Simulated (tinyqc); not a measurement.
Trap density from the barrier height.

Question. In a partly depleted grain with all boundary traps filled, 2 N W = Qt and VB = q N W^2/(2 eps0 eps_r). Find Qt, W and the doping at which VB would equal Vt.

Inputs (values chosen for the exercise): temperature T = 300 K; relative permittivity eps_r = 11.7.

Constants: q = 1.602176634e-19 C, kB = 1.380649e-23 J/K, Vt = kB T/q, eps0 = 8.8541878128e-14 F/cm where lengths are in cm. Results are converted to the units shown.

doping = 9.1e17 cm^-3
barrier height = 0.20415866 V

Answer. Eliminating W gives VB = q Qt^2/(8 eps0 eps_r N), which falls as 1/N.

Qt = 3.10e12 cm^-2
W = 17.0 nm
doping for VB = Vt = 7.19e18 cm^-3

Numbers from tinyqc (`OMP_NUM_THREADS=1 python tinyqc.py 2830130 2830131 out.jsonl`; about 0.01 s on one thread of a shared Intel Xeon 2.30GHz).
